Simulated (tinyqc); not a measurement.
What an interlayer buys: scattering of inversion-layer electrons by surface optical phonons of the gate insulator (remote phonon scattering). Computed by tinyqc, a small Python program. Command: `OMP_NUM_THREADS=1 python tinyqc.py 3113623 3113624 out.jsonl sophonon walk`. One thread of a shared host (Intel(R) Xeon(R) Processor @ 2.30GHz), about 0.02 s of CPU time with the checks.

One subband with the Fang-Howard envelope; insulator and channel are half-spaces, the gate is far away, and an interlayer only moves the polar surface away by t (its own modes and its permittivity contrast are left out).

Inputs (values chosen for the exercise, modelled on HfO2 on germanium):

| quantity | value | unit |
|---|---|---|
| static constant of the insulator eps_0s | 22.6 | - |
| intermediate constant eps_i | 6.69 | - |
| optical constant eps_inf | 5.13 | - |
| hbar omega_TO1 | 12.4 | meV |
| hbar omega_TO2 | 49.4 | meV |
| constant of the channel eps_s | 16.2 | - |
| in-plane mass m | 0.124 | m_0 |
| valleys g_v | 4 | - |
| sheet density n | 5.9e+11 | 1/cm^2 |
| mean distance of the electrons z0 = 3/b | 1.5 | nm |
| interlayer thickness t | 1.1 | nm |
| temperature T | 300 | K |
| mobility from other processes | 590 | cm^2/(V s) |

Screening by the channel electrons: static.

Constants: k_B = 8.617333262e-05 eV/K; hbar^2/(2 m_0) = 3.80998212 eV angstrom^2; e^2/(4 pi eps_0) = 14.39964548 eV angstrom; hbar = 6.582119569e-16 eV s; e = 1.602176634e-19 C; m_0 = 9.1093837015e-31 kg.

Method:
- eps(w) = eps_inf + (eps_0s - eps_i) w1^2/(w1^2 - w^2) + (eps_i - eps_inf) w2^2/(w2^2 - w^2). Surface modes solve eps(w) + eps_s = 0, a quadratic in w^2; the strength of a mode is g = 2/(w d eps/dw).
- Occupation N = 1/(exp(hbar w/(k_B T)) - 1).
- Density of states D = g_v m/(pi hbar^2); eta = E_F/(k_B T) = ln(exp(n/(D k_B T)) - 1); screening wave number q_s = e^2 D/(2 eps_0 eps_avg) x 1/(1 + exp(-eta)), eps_avg = (eps_s + eps_inf)/2; b = 3/z0.
- For a mode of strength g, without the occupation factor, Area x |M(q)|^2 = e^2 hbar w g/(2 eps_0 q) x (b/(b + q))^6 exp(-2 q t) / (1 + (q_s/q) H(q))^2, H = (1 + 9 x/8 + 3 x^2/8)/(1 + x)^3, x = q/b.
- Approximate momentum relaxation rate, taking tau v alike in the initial and final states: 1/tau = (m/(2 pi hbar^3)) sum over modes and over absorption (N, E' = E + hbar w) and emission (N + 1, E' = E - hbar w > 0) of [(1 - f(E'))/(1 - f(E))] int_0^(2 pi) Area |M(q)|^2 (1 - cos theta) d theta, q^2 = k^2 + k'^2 - 2 k k' cos theta, f the Fermi function; 48 midpoints in theta from 0 to pi.
- mu = (e/m) int tau E f (1 - f) dE/(k_B T int f dE), by 300 midpoints from 0 to (max(eta, 0) + 14) k_B T; Matthiessen sum with the other processes.

hbar omega_SO (meV): 1 16.1175, 2 51.2593

strengths g: 1 0.0176202, 2 0.0034889

occupations N: 1 1.15560, 2 0.15967

b = 2 1/nm

q_s = 0.183328 1/nm

eta = -2.15035

Against the interlayer thickness:

| t (nm) | remote-phonon mobility (cm^2/(V s)) | total (cm^2/(V s)) |
|---|---|---|
| 0.0 | 3094 | 495.51 |
| 0.3 | 4486 | 521.42 |
| 0.6 | 6429 | 540.41 |
| 1.0 | 10137 | 557.55 |
| 1.5 | 17107 | 570.33 |
| 2.0 | 27433 | 577.58 |
| 3.0 | 61825 | 584.42 |

1 nm of interlayer raises the remote-phonon mobility by a factor 3.28, as exp(2 q t) with an effective q of 0.59 per nm; between 2 and 3 nm the effective q is 0.41. The total goes from 496 to 558 over the first nanometre.

Extremes, crossings and ranges named in words are read from the listed rows.
